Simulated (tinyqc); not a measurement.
# Inputs raised by 2 %, one at a time

Model: admittance spectroscopy and thermally stimulated current of one trap level in a depletion layer. Computed by tinyqc, a small Python program. Command: `OMP_NUM_THREADS=1 python tinyqc.py 3112497 3112498 out.jsonl admit sens`. One thread of a shared host (Intel(R) Xeon(R) Processor @ 2.30GHz), about 0.01 s of CPU time with the checks.

A Schottky junction on n-type material holds one donor-like electron trap; shallow donors are fully ionised and abrupt depletion edges are assumed.

Inputs (values chosen for the exercise, modelled on n-type germanium): dielectric constant eps = 16.1; density-of-states mass m = 0.539 m_0; shallow doping N = 3.6e+15 1/cm^3; trap density N_t = 6e+14 1/cm^3; trap depth E_t below the band = 0.191 eV; capture cross section sigma = 1.9e-14 cm^2; band bending V_b = 0.41 V; test frequency f = 200000 Hz; heating rate beta = 0.14 K/s.

Constants: k_B = 1.380649e-23 J/K; m_0 = 9.1093837015e-31 kg; h = 6.62607015e-34 J s; k_B = 8.617333262e-05 eV/K; eps_0 = 8.8541878128e-12 F/m; e = 1.602176634e-19 C.

Method:
- N_c = 2 (2 pi m k_B T/h^2)^(3/2), v_th = sqrt(3 k_B T/m), emission rate e_n = sigma v_th N_c exp(-E_t/(k_B T)).
- Where the level crosses the Fermi level capture equals emission, so the trap follows the signal with the rate 2 e_n; G/omega peaks at omega = 2 e_n (the correction for large N_t/N is left out).
- Solve 2 e_n(T_p) = 2 pi f.
- With E_c - E_F = k_B T_p ln(N_c/N): lambda = sqrt(2 eps eps_0 (E_t - (E_c - E_F))/(e^2 N)); traps are empty and charged for x < x_t = w - lambda, and V_b = e (N w^2 + N_t x_t^2)/(2 eps eps_0). High frequency: C_hf = eps eps_0/w. Low frequency: C_lf = eps eps_0 (N + N_t)/(N w + N_t x_t).
- Thermally stimulated current without retrapping: filled share n(T) = exp(-(1/beta) int e_n dT), current proportional to e_n n; the peak obeys beta (E_t/(k_B T^2) + 2/T) = e_n(T). The integral starts at 0.5 T_m and uses 4000 trapezoid steps to 1.2 T_m.
- Chen's first-order estimate from the full width W = T_2 - T_1 between the half-height points: E = 2.52 k_B T_m^2/W - 2 k_B T_m.

Runs:
```
input moved                            from         to  peak temperature T_p (K)  step (C_lf - C_hf)/C_hf  peak temperature T_m (K)  C_hf (nF/cm^2)
base run                                  -          -                    157.33                 0.076241                    76.747          32.329
capture cross section sigma (cm^2)  1.9e-14  1.938e-14                    157.13                 0.076298                    76.701          32.328
shallow doping N (1/cm^3)           3.6e+15  3.672e+15                    157.33                 0.074936                    76.747          32.637
trap density N_t (1/cm^3)             6e+14   6.12e+14                    157.33                 0.077678                    76.747          32.342
band bending V_b (V)                   0.41     0.4182                    157.33                 0.075464                    76.747          32.023
test frequency f (Hz)                200000     204000                    157.52                 0.076183                    76.747          32.330
density-of-states mass m (m_0)        0.539    0.54978                    157.13                 0.076134                    76.701          32.331
heating rate beta (K/s)                0.14     0.1428                    157.33                 0.076241                    76.793          32.329
```

Exponents ln(y'/y) / ln(x'/x):
```
input                        peak temperature T_p  step (C_lf - C_hf)/C_hf  peak temperature T_m    C_hf
capture cross section sigma                -0.062                    0.038                 -0.03  -0.001
shallow doping N                            0.000                   -0.872                  0.00   0.478
trap density N_t                            0.000                    0.943                  0.00   0.020
band bending V_b                            0.000                   -0.517                  0.00  -0.481
test frequency f                            0.062                   -0.038                  0.00   0.001
density-of-states mass m                   -0.062                   -0.071                 -0.03   0.003
heating rate beta                           0.000                    0.000                  0.03   0.000
```

Among the inputs moved here: peak temperature T_p answers most in size to capture cross section sigma (exponent -0.062), and about equally to test frequency f (+0.062), density-of-states mass m (-0.062); its exponent is below 0.0005 for shallow doping N, trap density N_t, band bending V_b, heating rate beta. Step (C_lf - C_hf)/C_hf answers most in size to trap density N_t (exponent +0.943), next to shallow doping N (-0.872); its exponent is below 0.0005 for heating rate beta. Peak temperature T_m answers most in size to capture cross section sigma (exponent -0.030), and about equally to density-of-states mass m (-0.030), heating rate beta (+0.030); its exponent is below 0.0005 for shallow doping N, trap density N_t, band bending V_b, test frequency f. C_hf answers most in size to band bending V_b (exponent -0.481), and about equally to shallow doping N (+0.478); its exponent is below 0.0005 for heating rate beta. Its exponent -0.481 in band bending V_b: w grows as sqrt(V_b).

Extremes, crossings and ranges named in words are read from the listed rows.
